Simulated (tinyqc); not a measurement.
Strain, valley repopulation and piezoresistance in a many-valley conduction band: one step, computed by the program tinyqc. Command: `OMP_NUM_THREADS=1 python tinyqc.py 3008747 3008748 out.jsonl valleys walk`. One thread of a shared host (Intel(R) Xeon(R) Processor @ 2.30GHz), about 0.02 s of CPU time with the checks.

Valleys are ellipsoids with mass m_l along the axis a and m_t across it, parabolic, with one constant relaxation time; strain shifts the valleys and leaves the masses alone. Currents are taken along [111], along the load, and along [1-10], across the load.

Task: Strain. Compliances S11 = (C11 + C12)/((C11 - C12)(C11 + 2 C12)), S12 = -C12/((C11 - C12)(C11 + 2 C12)), S44 = 1/C44; stress sigma_ij = X n_i n_j for the unit vector n of the load; e_xx = S11 sigma_xx + S12 (sigma_yy + sigma_zz), e_xy = S44 sigma_xy/2 (tensor strain).

Inputs (values chosen for the exercise, modelled on germanium):

| quantity | value | unit |
|---|---|---|
| C11 | 128 | GPa |
| C12 | 48.3 | GPa |
| C44 | 66.6 | GPa |
| stress X (tension positive) | 500 | MPa |

Valley axes: <111> (4 valleys). Load: uniaxial [111].

Give: strain tensor.

Result:

strain tensor (%):
```
         x        y        z
x  0.07421  0.12513  0.12513
y  0.12513  0.07421  0.12513
z  0.12513  0.12513  0.07421
```
